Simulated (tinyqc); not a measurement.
Nanowire ballistic transistor, top-of-the-barrier model: one step of the calculation.

At the top of the source barrier, states moving towards the drain are filled by the source (Fermi level 0) and states moving back by the drain (Fermi level -q Vd); nothing scatters. U is the shift of the band edge there, set by the capacitances CG, CD and CS (the total) and by the charge. Parabolic one-dimensional subbands; the source is grounded.

Question. Self-consistent potential at the barrier top. eta1 = -(E0 + U)/Vt, eta2 = eta1 - Vd/Vt, n = (N0/2)[F_(-1/2)(eta1) + F_(-1/2)(eta2)], F_(-1/2)(x) = (1/sqrt(pi)) int_0^infinity u^(-1/2)/(1 + exp(u - x)) du. Each F is summed over the two subbands, F(eta) + F(eta - dE/Vt), which share the mass. U(out) = UL + q (n - n0)/CS. U(new) = U(out).

Inputs (values chosen for the exercise); mass and valleys made up: temperature T = 400 K; offset of a second subband (0: none) dE = 0.27 eV; band edge at the barrier top above the source Fermi level at zero bias E0 = 0.25 eV; drain voltage Vd = 0.7 V.

Constants: q = 1.602176634e-19 C, kB = 1.380649e-23 J/K, Vt = kB T/q. Results are converted to the units shown.

U after iteration 1 = -0.57327122 eV
N0 = 1.6773640e6 cm^-1
CS = 7.0558670 pF/cm
n0 = 1187.7383 cm^-1
UL = -0.6986 eV

Find: eta1; eta2; n; U(out); U after iteration 2.

Answer.

eta1 = 9.379
eta2 = -10.93
n = 3.948e6 cm^-1
U(out) = -0.6090 eV
U after iteration 2 = -0.6090 eV

Computed by the program tinyqc: `OMP_NUM_THREADS=1 python tinyqc.py 2400133 2400134 out.jsonl`, one thread of a shared Intel Xeon 2.30GHz, about 0.07 s for the whole run.
